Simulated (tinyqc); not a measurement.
Worked calculation: classical Heisenberg spin chain: exact results, Metropolis, heat-bath and over-relaxation steps, and a Monte Carlo run. Computed by tinyqc, a small Python program that keeps every step. Command: `OMP_NUM_THREADS=1 python tinyqc.py 3130313 3130314 out.jsonl heismc walk`. One thread of a shared host (Intel(R) Xeon(R) Processor @ 2.30GHz), about 0.2 s of CPU time with the checks. Intermediate numbers are printed to about 6 digits and carried at full precision; extremes and crossings named in words are read from the listed rows.

E = -J sum_i s_i . s_(i+1) for unit vectors s_i on an open chain; K = J/(k_B T).

Inputs (values chosen for the exercise, for a model chain of large moments): coupling J = -7.5 meV; temperature T = 95.7 K; moment mu = 5 mu_B; length N of the open chain = 8; seed = 577081.

Update: heat bath with over-relaxation.

Constants: k_B = 8.617333262e-05 eV/K; mu_B = 5.7883818060e-05 eV/T.

## Exact results

Each bond angle is independent, so u = <s_i . s_(i+1)> = coth K - 1/K, <s_i . s_(i+n)> = u^n, correlation length xi = -1/ln|u|, energy per bond -J u, heat capacity per bond c/k_B = 1 - K^2/sinh^2 K, and for the long chain chi = mu^2 (1 + u)/(3 k_B T (1 - u)) per spin.

K = -0.909445

u = -0.287649

xi = 0.802559 sites

energy per bond = -2.15737 meV

heat capacity = 0.235453 k_B/bond

chi over the Curie value = 0.553218

chi = 0.0323584 mu_B/T per spin

## Finite chain

For N spins, <|sum s|^2>/N = (1 + u)/(1 - u) - 2 u (1 - u^N)/(N (1 - u)^2); the long chain has (1 + u)/(1 - u), chi over the Curie value, and the difference is relative to it.

<|sum s|^2>/N = 0.596588

difference from the long chain = 7.83955 %

## Four single-spin steps

four neighbouring spins (rows; components x, y, z):
```
[[0.1333, 0.4101, 0.9023],
 [0.3095, 0.3522, 0.8833],
 [-0.1982, 0.3853, 0.9012],
 [-0.8016, 0.0580, 0.5951]]
```

random numbers, one row a step:
```
[[0.4046, 0.6412, 0.7780],
 [0.9012, 0.7277, 0.4994],
 [0.8401, 0.6239, 0.2966],
 [0.9177, 0.6233, 0.2452]]
```

The given spins are first normalised. Spins 2 and 3 are updated in turn, with h = K (sum of the two neighbours). Heat bath: cos(theta) = 1 + ln(1 - r1 (1 - exp(-2 |h|)))/|h| about n = h/|h|, azimuth 2 pi r2 = phi in the frame a = n x z/|n x z|, b = n x a: s = n cos(theta) + sin(theta)(a cos(phi) + b sin(phi)); r1, r2 are the first two numbers of the row. Steps 2 and 4 are reflections, s -> 2 (s . h) h/|h|^2 - s, which keep the energy and use no random number.

Steps:
```
spin      |h|  h . s before  h . s after        move          x          y          z
2     1.79359      -1.68523      1.29370   heat bath   0.499702  -0.744759  -0.442304
3     0.69625       0.06102      0.06102  reflection   0.267330  -0.228070  -0.936226
2     0.40137      -0.07245     -0.22160   heat bath   0.787745  -0.294131   0.541244
3     1.05558       0.92190      0.92190  reflection  -0.246521   0.583431  -0.773845
```

## A run and its error bars

From the ordered state (alternating for J < 0), with each spin drawn from exp(h . s), h = K x sum of neighbours, 200 sweeps are discarded and 1600 recorded (even and odd sites in turn, each heat-bath sweep followed by two sweeps of reflections; random numbers not printed, so these rows are one sample). Errors are the scatter of block means over sqrt(number of blocks).

Blocking:
```
block length  mean bond product       error  <|sum s|^2>/N      error
1                     -0.287986  0.00491587       0.589332  0.0119631
4                     -0.287986  0.00486604       0.589332  0.0119934
16                    -0.287986  0.00464083       0.589332  0.0124604
40                    -0.287986  0.00392733       0.589332  0.0121568
80                    -0.287986  0.00399658       0.589332  0.0106142
```

With blocks of 40 the bond product is 0.1 error bars from the exact u = -0.2876, and <|sum s|^2>/N is 0.6 from the exact 0.597. Blocking to 40 changes the two errors by factors 0.8 and 1.0.

Checks made by the program: c against a difference of the energy (relative difference 7e-09).
